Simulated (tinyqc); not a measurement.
Inside a calculation (part 2 of 2). Method: UHF in the sto-6g basis, for BeH, spin multiplicity 2. Computed by tinyqc, a small Python program that keeps every step (integrals from PySCF). Command: `OMP_NUM_THREADS=1 python tinyqc.py 29919 29920 out.jsonl` (the two numbers bound the seeds that draw the settings). One thread of a shared host (Intel(R) Xeon(R) Processor @ 2.60GHz), about 0.1 s of CPU time with the checks.

Geometry (angstrom):
```
atom       x       y       z
Be    0.0000  0.0000  0.0000
H     0.0000  0.0000  1.8260
```

## Iteration 62 (converged): orbitals

converged F(alpha) (hartree), order 1Be 1s, 1Be 2s, 1Be 2px, 1Be 2py, 1Be 2pz, 2H 1s:
$$\begin{pmatrix}
-4.5880 & -1.2426 & 0.0000 & 0.0000 & 0.0006 & -0.1220 \\
-1.2426 & -0.5925 & 0.0000 & 0.0000 & 0.0946 & -0.2483 \\
0.0000 & 0.0000 & 0.1989 & 0.0000 & 0.0000 & 0.0000 \\
0.0000 & 0.0000 & 0.0000 & 0.1989 & 0.0000 & 0.0000 \\
0.0006 & 0.0946 & 0.0000 & 0.0000 & -0.0405 & -0.2743 \\
-0.1220 & -0.2483 & 0.0000 & 0.0000 & -0.2743 & -0.3058
\end{pmatrix}$$

converged F(beta) (hartree), order 1Be 1s, 1Be 2s, 1Be 2px, 1Be 2py, 1Be 2pz, 2H 1s:
$$\begin{pmatrix}
-4.5672 & -1.2400 & 0.0000 & 0.0000 & -0.0012 & -0.1198 \\
-1.2400 & -0.4417 & 0.0000 & 0.0000 & -0.1781 & -0.2677 \\
0.0000 & 0.0000 & 0.2358 & 0.0000 & 0.0000 & 0.0000 \\
0.0000 & 0.0000 & 0.0000 & 0.2358 & 0.0000 & 0.0000 \\
-0.0012 & -0.1781 & 0.0000 & 0.0000 & 0.1397 & -0.2069 \\
-0.1198 & -0.2677 & 0.0000 & 0.0000 & -0.2069 & -0.0194
\end{pmatrix}$$

X, order 1Be 1s, 1Be 2s, 1Be 2px, 1Be 2py, 1Be 2pz, 2H 1s:
$$\begin{pmatrix}
1.0263 & -0.1380 & 0.0000 & 0.0000 & -0.0064 & 0.0194 \\
-0.1380 & 1.0642 & 0.0000 & 0.0000 & 0.0483 & -0.1702 \\
0.0000 & 0.0000 & 1.0000 & 0.0000 & 0.0000 & 0.0000 \\
0.0000 & 0.0000 & 0.0000 & 1.0000 & 0.0000 & 0.0000 \\
-0.0064 & 0.0483 & 0.0000 & 0.0000 & 1.0603 & -0.2137 \\
0.0194 & -0.1702 & 0.0000 & 0.0000 & -0.2137 & 1.0973
\end{pmatrix}$$

Diagonalise F' = X^T F X, C = X C', fill 3 alpha and 2 beta electrons from the bottom; D(s) = C_occ C_occ^T. Each column has its largest component positive (the first on a tie).

F' = X^T F X (alpha) (hartree):
$$\begin{pmatrix}
-4.4954 & -0.6341 & 0.0000 & 0.0000 & -0.0269 & 0.0154 \\
-0.6341 & -0.3039 & 0.0000 & 0.0000 & 0.1831 & -0.2027 \\
0.0000 & 0.0000 & 0.1989 & 0.0000 & 0.0000 & 0.0000 \\
0.0000 & 0.0000 & 0.0000 & 0.1989 & 0.0000 & 0.0000 \\
-0.0269 & 0.1831 & 0.0000 & 0.0000 & 0.0785 & -0.2868 \\
0.0154 & -0.2027 & 0.0000 & 0.0000 & -0.2868 & -0.1576
\end{pmatrix}$$

orbital energies (alpha) (hartree): MO1 -4.5893, MO2 -0.4005, MO3 -0.2788, MO4 0.1989, MO5 0.1989, MO6 0.3901

coefficients C (alpha), order 1Be 1s, 1Be 2s, 1Be 2px, 1Be 2py, 1Be 2pz, 2H 1s:
$$\begin{pmatrix}
0.9951 & -0.1600 & -0.1997 & 0.0000 & 0.0000 & -0.1309 \\
0.0189 & 0.5192 & 0.7699 & 0.0000 & 0.0000 & 0.5659 \\
0.0000 & 0.0000 & 0.0000 & 0.0410 & 0.9992 & 0.0000 \\
0.0000 & 0.0000 & 0.0000 & 0.9992 & -0.0410 & 0.0000 \\
0.0002 & 0.1090 & -0.5657 & 0.0000 & 0.0000 & 0.9167 \\
-0.0022 & 0.6931 & -0.3613 & 0.0000 & 0.0000 & -0.8175
\end{pmatrix}$$

F' = X^T F X (beta) (hartree):
$$\begin{pmatrix}
-4.4717 & -0.6547 & 0.0000 & 0.0000 & 0.0081 & 0.0221 \\
-0.6547 & -0.1468 & 0.0000 & 0.0000 & -0.1058 & -0.2387 \\
0.0000 & 0.0000 & 0.2358 & 0.0000 & 0.0000 & 0.0000 \\
0.0000 & 0.0000 & 0.0000 & 0.2358 & 0.0000 & 0.0000 \\
0.0081 & -0.1058 & 0.0000 & 0.0000 & 0.2365 & -0.2643 \\
0.0221 & -0.2387 & 0.0000 & 0.0000 & -0.2643 & 0.1557
\end{pmatrix}$$

orbital energies (beta) (hartree): MO1 -4.5687, MO2 -0.3148, MO3 0.1799, MO4 0.2358, MO5 0.2358, MO6 0.4773

coefficients C (beta), order 1Be 1s, 1Be 2s, 1Be 2px, 1Be 2py, 1Be 2pz, 2H 1s:
$$\begin{pmatrix}
0.9950 & -0.1933 & -0.2016 & 0.0000 & 0.0000 & 0.0688 \\
0.0192 & 0.6664 & 0.7869 & 0.0000 & 0.0000 & -0.3453 \\
0.0000 & 0.0000 & 0.0000 & -0.2037 & 0.9790 & 0.0000 \\
0.0000 & 0.0000 & 0.0000 & 0.9790 & 0.2037 & 0.0000 \\
0.0019 & 0.3483 & -0.5081 & 0.0000 & 0.0000 & -0.8904 \\
-0.0030 & 0.4360 & -0.4375 & 0.0000 & 0.0000 & 0.9475
\end{pmatrix}$$

D(alpha) after iteration 62, order 1Be 1s, 1Be 2s, 1Be 2px, 1Be 2py, 1Be 2pz, 2H 1s:
$$\begin{pmatrix}
1.0557 & -0.2181 & 0.0000 & 0.0000 & 0.0957 & -0.0409 \\
-0.2181 & 0.8626 & 0.0000 & 0.0000 & -0.3789 & 0.0817 \\
0.0000 & 0.0000 & 0.0000 & 0.0000 & 0.0000 & 0.0000 \\
0.0000 & 0.0000 & 0.0000 & 0.0000 & 0.0000 & 0.0000 \\
0.0957 & -0.3789 & 0.0000 & 0.0000 & 0.3319 & 0.2799 \\
-0.0409 & 0.0817 & 0.0000 & 0.0000 & 0.2799 & 0.6108
\end{pmatrix}$$

D(beta) after iteration 62, order 1Be 1s, 1Be 2s, 1Be 2px, 1Be 2py, 1Be 2pz, 2H 1s:
$$\begin{pmatrix}
1.0275 & -0.1098 & 0.0000 & 0.0000 & -0.0654 & -0.0872 \\
-0.1098 & 0.4445 & 0.0000 & 0.0000 & 0.2321 & 0.2905 \\
0.0000 & 0.0000 & 0.0000 & 0.0000 & 0.0000 & 0.0000 \\
0.0000 & 0.0000 & 0.0000 & 0.0000 & 0.0000 & 0.0000 \\
-0.0654 & 0.2321 & 0.0000 & 0.0000 & 0.1213 & 0.1518 \\
-0.0872 & 0.2905 & 0.0000 & 0.0000 & 0.1518 & 0.1901
\end{pmatrix}$$

Within a degenerate level the vectors are fixed only up to a rotation; this is one choice.

## Convergence

Stop when the energy changes by less than 1e-10 hartree and every element of the error matrix X^T (F D S - S D F) X (for each spin) is below 3e-06.

Course of the cycle:
```
iteration  E (hartree)     change  largest element of the error matrix
1           -14.644689          -                             2.17e-01
2           -14.747302  -1.03e-01                             1.68e-01
3           -14.825571  -7.83e-02                             1.27e-01
4           -14.883578  -5.80e-02                             9.44e-02
5           -14.925807  -4.22e-02                             6.95e-02
6           -14.956101  -3.03e-02                             5.13e-02
7           -14.977033  -2.09e-02                             3.74e-02
8           -14.990395  -1.34e-02                             2.63e-02
9           -15.001724  -1.13e-02                             1.86e-02
10          -15.010129  -8.41e-03                             1.29e-02
11          -15.016600  -6.47e-03                             9.06e-03
12          -15.021366  -4.77e-03                             6.35e-03
13          -15.024813  -3.45e-03                             4.44e-03
14          -15.027283  -2.47e-03                             3.11e-03
...                ...        ...                                  ...
49          -15.033224  -9.84e-09                             1.18e-08
50          -15.033224  -6.89e-09                             8.25e-09
51          -15.033224  -4.82e-09                             5.77e-09
52          -15.033224  -3.38e-09                             4.04e-09
53          -15.033224  -2.36e-09                             2.83e-09
54          -15.033224  -1.65e-09                             1.98e-09
55          -15.033224  -1.16e-09                             1.39e-09
56          -15.033224  -8.11e-10                             9.71e-10
57          -15.033224  -5.67e-10                             6.79e-10
58          -15.033224  -3.97e-10                             4.76e-10
59          -15.033224  -2.78e-10                             3.33e-10
60          -15.033224  -1.95e-10                             2.33e-10
61          -15.033224  -1.36e-10                             1.63e-10
62          -15.033224  -9.54e-11                             1.14e-10
```

PySCF UHF in the same basis, after a stability check = -15.033224 hartree

Converged in 62 iterations.

## Populations, bond orders and dipole

overlap S, order 1Be 1s, 1Be 2s, 1Be 2px, 1Be 2py, 1Be 2pz, 2H 1s:
$$\begin{pmatrix}
1.0000 & 0.2548 & 0.0000 & 0.0000 & 0.0000 & 0.0242 \\
0.2548 & 1.0000 & 0.0000 & 0.0000 & 0.0000 & 0.2847 \\
0.0000 & 0.0000 & 1.0000 & 0.0000 & 0.0000 & 0.0000 \\
0.0000 & 0.0000 & 0.0000 & 1.0000 & 0.0000 & 0.0000 \\
0.0000 & 0.0000 & 0.0000 & 0.0000 & 1.0000 & 0.3670 \\
0.0242 & 0.2847 & 0.0000 & 0.0000 & 0.3670 & 1.0000
\end{pmatrix}$$

Mulliken: Z minus the diagonal of D S on the atom; Loewdin: the same with S^(1/2) D S^(1/2); Mayer order: 2 sum_s sum (D(s) S)_ij (D(s) S)_ji over the two atoms.

Charges (e):
```
atom  Mulliken  Loewdin  Mulliken spin
1Be     0.0622   0.0552         0.5905
2H     -0.0622  -0.0552         0.4095
```

Mayer bond orders:
```
pair   order
2-1   0.8285
```

dipole moment about the origin, x y z (debye): [0.0000, 0.0000, -0.7678]

<S^2> of the determinant (pure state: 0.75) = 0.8256
